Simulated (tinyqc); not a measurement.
Inside a calculation. Method: plane-wave Kohn-Sham cycle with exchange-only LDA in a layered model solid. One step of it, computed by the program tinyqc.

Task: Iteration 1: potential. V_H(G) = 4 pi rho(G)/G^2 for G != 0 (uniform background); v_x = -(3 rho/pi)^(1/3); V = V_ext + V_H + v_x; Fourier components f(G_m) = (1/N) sum_j f(x_j) exp(-i G_m x_j).

A solid whose potential varies along x alone (atomic units):
```
parameter                      value
period a                   16.500000
cross-section of the cell  33.000000
electrons per cell                 2
grid points                       16
plane waves -n..n, n               2
k points                           4
V1 in V1 cos(2 pi x/a)     -0.130000
V2 in V2 cos(4 pi x/a)     -0.010000
```

density at the start, on the grid x_j = j a/N (e/bohr^3): 0.00367309  0.00367309  0.00367309  0.00367309  0.00367309  0.00367309  0.00367309  0.00367309  0.00367309  0.00367309  0.00367309  0.00367309  0.00367309  0.00367309  0.00367309  0.00367309

Give: Potentials on the grid; V(G_m), m = 0, 1, 2, ....

Result:

Potentials on the grid (hartree):
```
x          V_ext     V_H      v_x        V
0.0000   -0.1400  0.0000  -0.1519  -0.2919
1.0312   -0.1272  0.0000  -0.1519  -0.2791
2.0625   -0.0919  0.0000  -0.1519  -0.2439
3.0938   -0.0427  0.0000  -0.1519  -0.1946
4.1250    0.0100  0.0000  -0.1519  -0.1419
5.1562    0.0568  0.0000  -0.1519  -0.0951
6.1875    0.0919  0.0000  -0.1519  -0.0600
7.2188    0.1130  0.0000  -0.1519  -0.0389
8.2500    0.1200  0.0000  -0.1519  -0.0319
9.2812    0.1130  0.0000  -0.1519  -0.0389
10.3125   0.0919  0.0000  -0.1519  -0.0600
11.3438   0.0568  0.0000  -0.1519  -0.0951
12.3750   0.0100  0.0000  -0.1519  -0.1419
13.4062  -0.0427  0.0000  -0.1519  -0.1946
14.4375  -0.0919  0.0000  -0.1519  -0.2439
15.4688  -0.1272  0.0000  -0.1519  -0.2791
```

V(G_m), m = 0, 1, 2, ... (hartree): -0.1519  -0.0650  -0.0050  0.0000  0.0000
